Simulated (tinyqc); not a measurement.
Which face: thin-body film or fin with hard walls, valleys of the Ge type.

Four ellipsoidal valleys (eight halves) with their long axes along <111>, mass ml along the axis and mt across it. For a valley whose axis makes the angle theta with the surface normal, 1/m_z = cos^2(theta)/ml + sin^2(theta)/mt sets the confinement; in the plane the masses are m_1 = mt and m_2 = ml mt/m_z, and m_d = sqrt(m_1 m_2). The Gamma and Delta valleys are left out; the heavy Delta valleys, about 0.18 eV up, can lie lowest under strong confinement.

A film of thickness t between hard walls, flat band inside: E_n = c (n pi/t)^2/m_z above the bulk edge, c = hbar^2/2m0. Without degeneracy the sheet density is N2 exp((EF - Ec)/kB T) with N2 = sum_i g m_d/(2 pi c) kB T exp(-E_i/kB T) over n = 1 to 40 of each group; a classical film has t Nc with Nc = 2 g_all (m_dos kB T/(4 pi c))^(3/2), m_dos = (ml mt^2)^(1/3). The threshold shift is dVt = kB T ln(t Nc/N2).

Constants: hbar^2/2m0 = 3.80998211 eV angstrom^2; kB = 8.617333262e-05 eV/K.

Inputs chosen for the exercise (near those of Ge; not measured data):
```
symbol  value  unit      meaning
ml      1.575  m0        longitudinal mass
mt      0.083  m0        transverse mass
T       300    K         temperature
t       90     angstrom  body thickness
g_all   4                number of valleys
```

The same thickness on four faces; m_1 and m_2 are the in-plane masses of the lowest group.

Results:
```
face   valleys of lowest     m_z  E1 (eV)  share (%)  dVt (mV)    m_1    m_2
(100)                  4  0.1213   0.0383      100.0      29.8  0.083  1.078
(110)                  2  0.2253   0.0206       72.2      27.6  0.083  0.580
(111)                  1  1.5750   0.0029       54.3      25.5  0.083  0.083
(211)                  1  0.5255   0.0088       47.9      27.2  0.083  0.249
```

The threshold shift is smallest on (111) (25.5 mV) and largest on (100) (29.8 mV). The lowest E1 belongs to (111), the same face: the heavy m_z outweighs the smaller number of valleys. Since m_z m_1 m_2 = ml mt^2 on every face, a heavy confinement mass comes with light masses in the plane.

Program tinyqc; command `OMP_NUM_THREADS=1 python tinyqc.py 1282480 1282481 out.jsonl`; about 0.01 s on one thread of a shared Intel(R) Xeon(R) Processor @ 2.30GHz.
